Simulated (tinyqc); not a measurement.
# Square on-chip spiral inductor, lumped pi model: two studies

Outer diameter do = di + 2 n wd + 2 (n - 1) sp, mean da = (do + di)/2, fill p = (do - di)/(do + di), length l = 4 n da. L = 2.34 mu0 n^2 da/(1 + 2.75 p), mu0 = 4 pi 1e-7 H/m. Rs = rho l/(wd delta (1 - exp(-th/delta))), delta = sqrt(rho/(pi f mu0)). Cs = n wd^2 eps0 eo/hu across the coil. At each end Cox = l wd eps0 eo/(2 ho) leads to the substrate branch Rsi = 2 rs he/(l wd) in parallel with Csi = l wd eps0 11.7/(2 he). With one end grounded Y = 1/(Rs + i w L) + i w Cs + 1/[1/(i w Cox) + 1/(1/Rsi + i w Csi)], w = 2 pi f; Q = -Im Y/Re Y. Eddy currents in neighbouring turns and in the substrate are left out.

Parameters, values chosen for the exercise; values of the order met in silicon radio-frequency processes:
```
symbol,value,unit,meaning
n,5.5,,number of turns
wd,4,um,line width
sp,3,um,space between turns
di,40,um,inner diameter
th,0.9,um,metal thickness
rho,1.9,uohm cm,metal resistivity
ho,9.9,um,oxide below the coil
hu,0.6,um,oxide between coil and underpass
eo,3,,relative permittivity of the oxide
rs,20,ohm cm,substrate resistivity
he,30,um,effective spreading depth in the substrate
f,6.8,GHz,frequency
```

Constants: eps0 = 8.8541878128e-12 F/m. Results are converted to the units shown.

Each table varies one quantity; the others keep the values above.

## Quality factor against frequency

Apparent inductance Im(1/Y)/w; share of the loss Re(substrate branch)/Re Y.

Quality factor against frequency:
```
f (GHz)  Rs (ohm)  w L/Rs       Q  apparent inductance (nH)  loss in the substrate (%)
0.52        10.13  0.9449  0.9441                     2.929                   0.002894
0.84        10.52   1.470   1.467                     2.930                    0.01280
1.4         11.07   2.328   2.319                     2.935                    0.07134
2.3         11.77   3.595   3.553                     2.947                     0.3814
3.7         12.68   5.372   5.186                     2.976                      1.666
6           13.90   7.945   7.157                     3.050                      5.847
9.9         15.61   11.67   8.737                     3.268                      16.00
16          17.84   16.50   8.104                     3.981                      32.48
26          20.92   22.87   3.157                     9.073                      53.04
```

What does the table show?

Q goes from 0.944 through a maximum of 8.74 (at f = 9.9 GHz among the rows listed) to 3.16; the exact peak is 8.87 at 11.6 GHz and Q reaches zero at the self-resonance, 31.0 GHz. The share of the substrate rises from 0.00289 to 53.0 %, and the apparent inductance ends at 3.10 times L. At the peak the substrate takes 20.6 % of the loss. For f = 16, 26 the coil is longer than 0.15 of a wavelength in the oxide, where one lumped section is rough.

## Effect of the number of turns

Same model as above.

Peak Q and its frequency from a search over f; self-resonance where Im Y = 0; Q at the given f (negative beyond resonance).

Effect of the number of turns:
```
n    L (nH)  do (um)  peak Q  f of the peak (GHz)  self-resonance (GHz)  Q at f
1.5  0.2191    55.00   17.35                104.7                 245.1   3.817
2.5  0.5784    69.00   14.69                47.16                 113.1   5.237
3.5   1.129    83.00   12.31                26.80                 66.36   6.363
4.5   1.902    97.00   10.38                17.02                 43.78   7.204
5.5   2.929    111.0   8.869                11.55                 31.00   7.648
6.5   4.241    125.0   7.721                8.230                 23.02   7.544
8.5   7.855    153.0   6.210                4.744                 13.92   5.493
```

Read the table: what changes, and by how much?

As n goes from 1.5 to 8.5, L rises from 0.219 to 7.85 nH, the peak Q falls from 17.4 to 6.21, its frequency falls from 105 to 4.74 GHz and the self-resonance falls from 245 to 13.9 GHz.

Computed by the program tinyqc: `OMP_NUM_THREADS=1 python tinyqc.py 2302040 2302041 out.jsonl`, one thread of a shared Intel Xeon 2.30GHz, about 0.01 s for the whole run.
